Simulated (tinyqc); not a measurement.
# AlGaN/GaN HEMT with access regions, lumped model, step by step

tinyqc, about 0.04 s, one thread, Intel Xeon 2.30GHz (shared host): `OMP_NUM_THREADS=1 python tinyqc.py 2570165 2570166 out.jsonl` Printed values are rounded.

A polarisation-induced electron sheet under a Schottky gate, in series with two ungated access regions and contacts. Drift law v = mu E/(1 + mu E/vs) under the gate. Currents in mA/mm, resistances in ohm mm. No self-heating, no channel-length modulation; fits for polarisation, barrier and offset are chosen for the exercise.

Parameters, values chosen for the exercise; values close to those of AlGaN/GaN structures:
```
symbol  value        unit                                               meaning
x        0.34                                    aluminium share of the barrier
d          25          nm                                     barrier thickness
eps_r       9                      relative permittivity of barrier and channel
mu       1500  cm^2/(V s)                                      channel mobility
vs      1.2e7        cm/s                                   saturation velocity
Lg       0.25          um                                           gate length
Ls        1.5          um                                  source access length
Ld         16          um                                   drain access length
Rc       0.17      ohm mm                            resistance of each contact
ft          0              share of the drain-access electrons removed by traps
Vg          1           V                                          gate voltage
Ec        3.1       MV/cm                                        critical field
te       0.22          um          depth over which the depleted charge spreads
tf        500          nm                       insulator under the field plate
ei        7.5                           relative permittivity of that insulator
```

Constants: q = 1.602176634e-19 C, eps0 = 8.8541878128e-14 F/cm where lengths are in cm. Results are converted to the units shown.

## Polarisation charge, threshold and sheet resistance

sigma = (5e13 x + 1.6e13 x^2) cm^-2, phiB = 0.84 + 1.3 x, dEc = 0.7 (1.71 x + x^2) in volts, Cb = eps0 eps_r/d, VT = phiB - dEc - q sigma/Cb, access density n0 = -Cb VT/q. Rsh = 1/(q mu n0); largest access current q n0 vs.

sigma = 1.884960e13 cm^-2
Cb = 0.3187508 uF/cm^2
VT = -8.680509 V
n0 = 1.726975e13 cm^-2
Rsh = 240.9419 ohm
q n0 vs = 3320.303 mA/mm

## On-resistance and breakdown

sigma = (5e13 x + 1.6e13 x^2) cm^-2, phiB = 0.84 + 1.3 x, dEc = 0.7 (1.71 x + x^2) in volts, Cb = eps0 eps_r/d, VT = phiB - dEc - q sigma/Cb, access density n0 = -Cb VT/q. Ron = 2 Rc + Ls/(q mu n0) + Ld/(q mu (1 - ft) n0) + Lg/(mu Cb (Vg - VT)). Off state: a depleted stretch that holds the voltage V has the peak field sqrt(k V), k = 2 q n0/(eps0 eps_r te), so one edge holds V1 = Ec^2/k. The sheet under the plate pinches off at Vf = q n0 (1/Cb + tf/(eps0 ei)); beyond it the gate edge is screened. BV = V1 if Vf >= V1, else Vf + V1, and at most Ec Ld. Specific resistance Ron (Ls + Lg + Ld); figure of merit BV^2 over it.

Ron = 4.610496 ohm mm
Vf = 217.0127 V
V1 = 30.44464 V
BV = 30.44464 V
specific resistance = 0.8183631 mohm cm^2
figure of merit = 1.132598 MW/cm^2

The plate pinches off too late to screen the gate edge, so it adds nothing.
